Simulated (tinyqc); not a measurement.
What a measurement delay does to the time exponent: bias-temperature instability from a Gaussian distribution of capture and emission barriers. Computed by tinyqc, a small Python program. Command: `OMP_NUM_THREADS=1 python tinyqc.py 3018972 3018973 out.jsonl bti walk`. One thread of a shared host (Intel(R) Xeon(R) Processor @ 2.30GHz), about 0.01 s of CPU time with the checks.

Each trap has a capture time tau_0 exp(E_c/(k_B T)) under stress and an emission time tau_0 exp(E_e/(k_B T)) after it. E_c is Gaussian, and E_e = E_c + d with d Gaussian and independent. A trap counts as filled once t_s exceeds its capture time and as emptied once t_r exceeds its emission time.

Inputs (values chosen for the exercise, for a model p-channel transistor):
```
quantity                                       value        unit
shift with all traps filled V_max                 78          mV
mean capture barrier at zero field mu_c         1.83          eV
spread of capture barriers sigma_c              0.37          eV
lowering of mu_c per field k_F                  0.05  eV/(MV/cm)
oxide field F                                    7.1       MV/cm
mean of E_e - E_c at the stress field, delta  -0.047          eV
spread of E_e - E_c, sigma_d                    0.26          eV
time constant tau_0                            5e-09           s
temperature T                                     60           C
stress time t_s                                10000           s
```

Constants: k_B = 8.617333262e-05 eV/K.

Method:
- Demarcation energies E_s = k_B T ln(t_s/tau_0), E_r = k_B T ln(t_r/tau_0); mean barrier mu = mu_c - k_F F; z = (E_s - mu)/sigma_c; Phi is the standard normal distribution.
- Temperatures in kelvin are T(C) + 273.15.
- Shift without recovery dV0 = V_max Phi(z); local time exponent n = d ln dV0/d ln t_s = (k_B T/sigma_c) exp(-z^2/2)/(sqrt(2 pi) Phi(z)); apparent activation energy n E_s.
- Remaining shift dV = V_max int_(-infinity)^(E_s) g(E_c) [1 - Phi((E_r - E_c - delta)/sigma_d)] dE_c, g the Gaussian density of E_c (Gauss-Legendre, 120 points over 7 sigma_c below E_s).
- Columns: no delay, and delays of 1 us, 1 ms and 1 s.

mean barrier mu = 1.475 eV

Shift (mV):
```
t_s (s)   no delay    1 us    1 ms     1 s
1.00e+00    0.4797  0.3816  0.2644  0.1343
1.00e+01    0.7833  0.6640  0.4961  0.2807
1.00e+02    1.2427  1.1042  0.8792  0.5484
1.00e+03    1.9161  1.7617  1.4779  1.0048
1.00e+04    2.8723  2.7058  2.3671  1.7338
1.00e+05    4.1874  4.0124  3.6270  2.8297
1.00e+06    5.9395  5.7592  5.3374  4.3869
1.00e+07    8.2007  8.0173  7.5697  6.4890
```

What does the comparison show, and why?

Between 10 and 1000 s the apparent exponent is 0.194 without delay, 0.212 at 1 us, 0.237 at 1 ms and 0.277 at 1 s: a slow measurement loses more of a short stress than of a long one, which steepens the curve. Without delay the exponent falls from 0.213 to 0.140 over the table, so the growth is not a true power law. Caution: step-function filling and one Gaussian population are simplifications; real devices show several populations.
